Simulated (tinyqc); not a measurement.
# Inputs raised by 5 %, one at a time

Model: inversion-layer mobility, back-scattering and ballistic limit of a field-effect transistor. Computed by tinyqc, a small Python program. Command: `OMP_NUM_THREADS=1 python tinyqc.py 3019766 3019767 out.jsonl mos sens`. One thread of a shared host (Intel(R) Xeon(R) Processor @ 2.30GHz), about 0.02 s of CPU time with the checks.

The charge at the top of the source barrier is fixed by the gate; series resistance and short-channel effects are left out. F_j are Fermi integrals normalised to exp(eta) in the classical limit.

Inputs (values chosen for the exercise, modelled on a silicon p-channel):

| quantity | value | unit |
|---|---|---|
| transport mass m | 0.3 | m_0 |
| valley degeneracy g_v | 1 | - |
| weight w of the inversion charge | 0.333 | - |
| permittivity eps | 11.7 | - |
| phonon mobility at 1 MV/cm and 300 K, mu_ph | 110 | cm^2/(V s) |
| roughness mobility at 1 MV/cm, mu_sr | 150 | cm^2/(V s) |
| Coulomb mobility at N_inv = 1e12/cm^2, mu_C | 310 | cm^2/(V s) |
| electrical oxide thickness t_inv | 3.4 | nm |
| depletion charge N_dep | 2.6e+12 | 1/cm^2 |
| gate overdrive V_G - V_T | 0.85 | V |
| drain voltage V_D | 0.05 | V |
| channel length L | 290 | nm |
| exponent a of the critical length | 0.67 | - |
| temperature T | 300 | K |

Statistics at the top of the barrier: Fermi-Dirac.

Constants: eps_0 = 8.8541878128e-12 F/m; e = 1.602176634e-19 C; m_0 = 9.1093837015e-31 kg; k_B = 1.380649e-23 J/K; hbar = 1.054571817e-34 J s; k_B = 8.617333262e-05 eV/K.

Method:
- N_inv = 3.9 eps_0 (V_G - V_T)/(e t_inv); effective field E_eff = e (N_dep + w N_inv)/(eps eps_0).
- mu_phonon = mu_ph (E_eff/1 MV/cm)^(-0.3) (T/300 K)^(-1.75); mu_rough = mu_sr (E_eff/1 MV/cm)^(-2); mu_Coulomb = mu_C (N_inv/1e12 cm^-2) (T/300 K); Matthiessen's rule adds 1/mu.
- F_j(eta) = (1/Gamma(j + 1)) int_0^infinity x^j/(1 + exp(x - eta)) dx, F_0 = ln(1 + exp(eta)). Integrals over x = E/(k_B T) use 160 Gauss-Legendre points in u = sqrt(x) from 0 to sqrt(max(eta, 0) + 32).
- Ballistic channel: N_2D = g_v m k_B T/(pi hbar^2), U = e V_D/(k_B T); eta_F solves N_inv = (N_2D/2)[F_0(eta_F) + F_0(eta_F - U)]; v_T = sqrt(2 k_B T/(pi m)); I/W = e (N_2D/2) v_T [F_1/2(eta_F) - F_1/2(eta_F - U)]; injection velocity v_T F_1/2(eta_F)/F_0(eta_F).
- Mean free path lambda = (2 k_B T/e)(mu/v_T) F_0(eta_0)/F_-1/2(eta_0), with eta_0 from N_inv = N_2D F_0(eta_0); critical length l = L (1 + U)^(-a), an empirical rule; back-scattering r = l/(l + lambda). Then eta solves N_inv = (N_2D/2)[(1 + r) F_0(eta) + (1 - r) F_0(eta - U)] and I/W = e (N_2D/2) v_T (1 - r)[F_1/2(eta) - F_1/2(eta - U)].
- Ballistic ratio: I over the ballistic current. Apparent mobility 1/(1/mu + 1/mu_B), mu_B = mu L/lambda.

Runs:

| input moved | from | to | effective mobility mu (cm^2/(V s)) | ballistic current I/W (microampere/micrometre) | mean free path lambda (nm) | injection velocity (1e7 cm/s) |
|---|---|---|---|---|---|---|
| base run | - | - | 84.932 | 583.77 | 6.0516 | 1.3491 |
| phonon mobility at 1 MV/cm and 300 K, mu_ph (cm^2/(V s)) | 110 | 115.5 | 87.807 | 583.77 | 6.2565 | 1.3491 |
| Coulomb mobility at N_inv = 1e12/cm^2, mu_C (cm^2/(V s)) | 310 | 325.5 | 85.138 | 583.77 | 6.0663 | 1.3491 |
| electrical oxide thickness t_inv (nm) | 3.4 | 3.57 | 85.926 | 561.11 | 6.0458 | 1.3343 |
| depletion charge N_dep (1/cm^2) | 2.6e+12 | 2.73e+12 | 83.125 | 583.77 | 5.9229 | 1.3491 |
| gate overdrive V_G - V_T (V) | 0.85 | 0.8925 | 83.879 | 606.97 | 6.0552 | 1.3645 |
| channel length L (nm) | 290 | 304.5 | 84.932 | 583.77 | 6.0516 | 1.3491 |
| temperature T (K) | 300 | 315 | 80.210 | 577.21 | 5.7830 | 1.3621 |

Exponents ln(y'/y) / ln(x'/x):

| input | effective mobility mu | ballistic current I/W | mean free path lambda | injection velocity |
|---|---|---|---|---|
| phonon mobility at 1 MV/cm and 300 K, mu_ph | 0.682 | 0.000 | 0.682 | 0.000 |
| Coulomb mobility at N_inv = 1e12/cm^2, mu_C | 0.050 | 0.000 | 0.050 | 0.000 |
| electrical oxide thickness t_inv | 0.238 | -0.812 | -0.020 | -0.227 |
| depletion charge N_dep | -0.441 | 0.000 | -0.441 | 0.000 |
| gate overdrive V_G - V_T | -0.256 | 0.799 | 0.012 | 0.233 |
| channel length L | 0.000 | 0.000 | 0.000 | 0.000 |
| temperature T | -1.172 | -0.232 | -0.931 | 0.196 |

To which inputs is each result most sensitive?

Among the inputs moved here: effective mobility mu answers most in size to temperature T (exponent -1.172), next to phonon mobility at 1 MV/cm and 300 K, mu_ph (+0.682); its exponent is below 0.0005 for channel length L. ballistic current I/W answers most in size to electrical oxide thickness t_inv (exponent -0.812), and about equally to gate overdrive V_G - V_T (+0.799); its exponent is below 0.0005 for phonon mobility at 1 MV/cm and 300 K, mu_ph, Coulomb mobility at N_inv = 1e12/cm^2, mu_C, depletion charge N_dep, channel length L. mean free path lambda answers most in size to temperature T (exponent -0.931), next to phonon mobility at 1 MV/cm and 300 K, mu_ph (+0.682); its exponent is below 0.0005 for channel length L. injection velocity answers most in size to gate overdrive V_G - V_T (exponent +0.233), next to electrical oxide thickness t_inv (-0.227); its exponent is below 0.0005 for phonon mobility at 1 MV/cm and 300 K, mu_ph, Coulomb mobility at N_inv = 1e12/cm^2, mu_C, depletion charge N_dep, channel length L.
